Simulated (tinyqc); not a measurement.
Arrhenius plot from several rate windows.

Emission rate en = sn vth(T) Nc(T) exp(-Et/kB T) = sn g T^2 exp(-Et/kB T), g = vth Nc/(300 K)^2, as vth goes as T^0.5 and Nc as T^1.5 (degeneracy factor 1). Each window ew gives the temperature where en = ew.

Parameters, values chosen for the exercise; material values close to those of gallium nitride: conduction-band density of states at 300 K Nc = 2.31e18 cm^-3; thermal velocity at 300 K vth = 2.7e7 cm/s; depth of the trap below the conduction edge Et = 0.7 eV; capture cross-section sn = 9.1e-16 cm^2.

Constants: q = 1.602176634e-19 C, kB = 1.380649e-23 J/K. Results are converted to the units shown.

Results:
```
ew (1/s),T peak (K),q/kB T (1/eV),ln(ew/T^2),ln ew
1.7,332.4,34.91,-11.08,0.5306
5.1,346.8,33.46,-10.07,1.629
15,362.1,32.04,-9.076,2.708
47,379.9,30.55,-8.030,3.850
140,398.4,29.13,-7.033,4.942
430,419.4,27.67,-6.014,6.064
3900,467.4,24.83,-4.026,8.269
```

Estimate the missing row, ew = 1300 1/s.

Computed row:
```
ew (1/s),T peak (K),q/kB T (1/eV),ln(ew/T^2),ln ew
1300,442.2,26.24,-5.014,7.170
```

With this row back in the table: The peak rises from 332 to 467 K. ln(ew/T^2) against q/kB T is a straight line of slope -0.7000 eV, the trap depth. Its intercept gives sn = 9.10e-16 cm^2. Leaving out the T^2 gives 0.7676 eV, too high by about 2 kB T.

Numbers from tinyqc (`OMP_NUM_THREADS=1 python tinyqc.py 2050021 2050022 out.jsonl`; about 0.01 s on one thread of a shared Intel Xeon 2.30GHz).
